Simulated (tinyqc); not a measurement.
Froehlich polaron in a polar crystal: one step, computed by the program tinyqc. Command: `OMP_NUM_THREADS=1 python tinyqc.py 3013773 3013774 out.jsonl frohlich walk`. One thread of a shared host (Intel(R) Xeon(R) Processor @ 2.30GHz), about 0.04 s of CPU time with the checks.

One electron in a parabolic band of mass m*, coupled to dispersionless LO phonons in the continuum model. Energies are in units of hbar omega unless marked, wave numbers in k_0 = sqrt(2 m* omega/hbar).

Problem. Second-order perturbation theory. At T = 0 and k < k_0: E(k) = (k/k_0)^2 - alpha arcsin(k/k_0)/(k/k_0); so E(0) = -alpha, 1/m_p = (1 - alpha/6)/m*, and the mean number of phonons in the cloud at k = 0 is alpha/2. The Lee-Low-Pines variational state gives the same E(0) and m_p = m* (1 + alpha/6).

Inputs (values chosen for the exercise, modelled on zinc oxide): LO phonon energy hbar omega = 68.7 meV; electron wave number k/k_0 = 0.39.

coupling constant alpha = 1.194237

Give: energy shift at k = 0; E(k); m*/m_p, second order; m_p/m*, Lee-Low-Pines; phonons in the cloud.

Solution.

energy shift at k = 0 = -82.04 meV

E(k) = -1.075 hbar omega

m*/m_p, second order = 0.8010

m_p/m*, Lee-Low-Pines = 1.199

phonons in the cloud = 0.5971
